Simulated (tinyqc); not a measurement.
# Reverse leakage of an n+-p junction: diffusion, generation, trap-assisted and band-to-band tunnelling: leakage components against the temperature

One-sided abrupt junction in the depletion approximation, x from the junction (0) to W on the p side, field F = F0 (1 - x/W). Flat quasi-Fermi levels, long p side. Traps generate through SRH with both lifetimes shortened by 1 + Gamma (Hurkx enhancement, form for moderate fields); band-to-band generation is local and needs a total bending above Eg.

Nc and Nv are given at 400 K and scale as (T/400 K)^1.5; all else is held fixed. ni = sqrt(Nc Nv) exp(-Eg/(2 Vt)), Eg in volts; Vbi = Vt ln(Na Nd/ni^2); W = sqrt(2 eps0 eps_r (Vbi + VR)/(q Na)); F0 = 2 (Vbi + VR)/W; FG = sqrt(24 mt m0 (kB T)^3)/(q hbar); J_diff = q ni^2 sqrt(Dn/tau)(1 - exp(-VR/Vt))/Na. u = (Vbi + VR)(1 - x/W)^2, p = Na exp(-u/Vt), n = Nd exp((u - Vbi - VR)/Vt); G0 = ni^2 (1 - exp(-VR/Vt))/(tau (n + p + 2 ni cosh(Et/Vt))); Gamma = 2 sqrt(3 pi)(F/FG) exp((F/FG)^2); trap-assisted part G0 Gamma; G_bb = Ab F^2.5 exp(-Bb/F) with F in V/cm, zero unless Vbi + VR > Eg, and counted as zero under 1 cm^-3 s^-1. Currents are q times the integrals over 0 to W; J_bb under 1e-8 of J is printed as 0; rows with F0/FG above 2.2, beyond the range of this Gamma, are left out.

Values chosen for this exercise; band and dielectric values close to those of gallium arsenide:
- Eg = 1.4 eV (band gap)
- eps_r = 12.7 (relative permittivity)
- Nc = 6.65e17 cm^-3 (conduction-band density of states at the reference temperature)
- Nv = 1.4e19 cm^-3 (valence-band density of states at the reference temperature)
- Na = 6.3e16 cm^-3 (acceptor density of the lighter side)
- Nd = 1e20 cm^-3 (donor density of the heavier side)
- tau = 3e-8 s (SRH lifetime of both carriers at zero field)
- Et = 0.13 eV (trap level above the intrinsic level)
- mt = 0.082 m0 (tunnelling mass)
- Dn = 10 cm^2/s (electron diffusion coefficient on the lighter side)
- Ab = 3.7e16 cm^-0.5 V^-2.5 s^-1 (band-to-band prefactor)
- Bb = 1.6e7 V/cm (band-to-band field constant)
- VR = 0.9 V (reverse bias)

Constants: q = 1.602176634e-19 C, kB = 1.380649e-23 J/K, hbar = 1.054571817e-34 J s, m0 = 9.1093837015e-31 kg, Vt = kB T/q, eps0 = 8.8541878128e-14 F/cm where lengths are in cm. Results are converted to the units shown.

The same in every row: J_bb (A/cm^2) = 0.

Leakage components against the temperature:
```
T (K)	F0 (kV/cm)	F0/FG	J_diff (A/cm^2)	J_SRH (A/cm^2)	J_TAT (A/cm^2)	J (A/cm^2)	largest part
220	204	1.54	6.10e-28	5.55e-18	1.12e-16	1.17e-16	trap-assisted tunnelling
250	204	1.27	6.32e-24	1.29e-15	1.44e-14	1.57e-14	trap-assisted tunnelling
280	204	1.07	9.38e-21	9.59e-14	7.06e-13	8.02e-13	trap-assisted tunnelling
310	204	0.918	3.49e-18	3.14e-12	1.70e-11	2.01e-11	trap-assisted tunnelling
340	203	0.798	4.70e-16	5.64e-11	2.38e-10	2.94e-10	trap-assisted tunnelling
370	203	0.702	2.92e-14	6.42e-10	2.21e-9	2.85e-9	trap-assisted tunnelling
400	203	0.623	9.92e-13	5.12e-9	1.48e-8	1.99e-8	trap-assisted tunnelling
430	202	0.558	2.10e-11	3.09e-8	7.66e-8	1.08e-7	trap-assisted tunnelling
```

Read the table: what changes, and by how much?

J rises from 1.17e-16 to 1.08e-7 A/cm^2. Trap-assisted tunnelling leads at T = 220 and in all other rows. Activation energies over the table: 1.48 eV for diffusion (Eg = 1.4 eV, raised by the T^3 of ni^2), 0.871 eV for SRH generation (Eg/2 + |Et| = 0.830 eV), 0.790 eV for the trap-assisted part, lower since Gamma grows on cooling; the total shows 0.774 eV at the cold end and 0.833 eV at the hot end.

Range of the model: The n+ side is degenerate, so Vbi from Boltzmann statistics is only a guide.

tinyqc, about 0.01 s, one thread, Intel Xeon 2.30GHz (shared host): `OMP_NUM_THREADS=1 python tinyqc.py 2290169 2290170 out.jsonl`
